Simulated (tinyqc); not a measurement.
MP2 on RHF in the 6-31g basis, for H2, spin multiplicity 1, step by step. One step of it, computed by the program tinyqc.

Question. Second-order Moller-Plesset energy. E2 = sum_ijab (ia|jb) [2 (ia|jb) - (ib|ja)] / (e_i + e_j - e_a - e_b) over occupied i, j and virtual a, b; the opposite-spin part is (ia|jb)^2 / denominator, the rest is same-spin, and SCS-MP2 scales them by 6/5 and 1/3.

orbital energies (hartree): MO1 -0.625727, MO2 0.262751, MO3 0.731368, MO4 1.544675

Two-electron integrals over orbitals (pq|rs), unique and non-zero (hartree):
```
(11|11) 0.687165    (21|21) 0.069884    (22|11) 0.430273    (22|22) 0.381298
(31|11) 0.179387    (31|22) 0.043335    (31|31) 0.113671    (32|21) -0.026328
(32|32) 0.039135    (33|11) 0.541571    (33|22) 0.375418    (33|31) 0.118619
(33|33) 0.459992    (41|21) -0.076741   (41|32) -0.011368   (41|41) 0.147382
(42|11) -0.143029   (42|22) -0.048771   (42|31) -0.068216   (42|33) -0.090141
(42|42) 0.060849    (43|21) -0.069782   (43|32) 0.005570    (43|41) 0.118831
(43|43) 0.110352    (44|11) 0.702757    (44|22) 0.438778    (44|31) 0.211557
(44|33) 0.558318    (44|42) -0.165890   (44|44) 0.784227
```

Hartree-Fock energy = -1.12072426 hartree

Give: Terms; Pair energies; MP2 correlation energy; SCS-MP2 correlation energy; MP2 total energy.

Answer.

Terms:
```
i  j  a  b  (ia|jb)  (ib|ja)  denominator     term
1  1  4  4   0.1474   0.1474      -4.3408  -0.0050
1  1  3  3   0.1137   0.1137      -2.7142  -0.0048
1  1  2  2   0.0699   0.0699      -1.7770  -0.0027
1  1  2  4  -0.0767  -0.0767      -3.0589  -0.0019
1  1  4  2  -0.0767  -0.0767      -3.0589  -0.0019
```

Pair energies (hartree; pair i-j sums ij and ji):
```
pair  opposite spin  same spin
1-1         -0.0164     0.0000
```

MP2 correlation energy = -0.016364 hartree

SCS-MP2 correlation energy = -0.019636 hartree

MP2 total energy = -1.137088 hartree
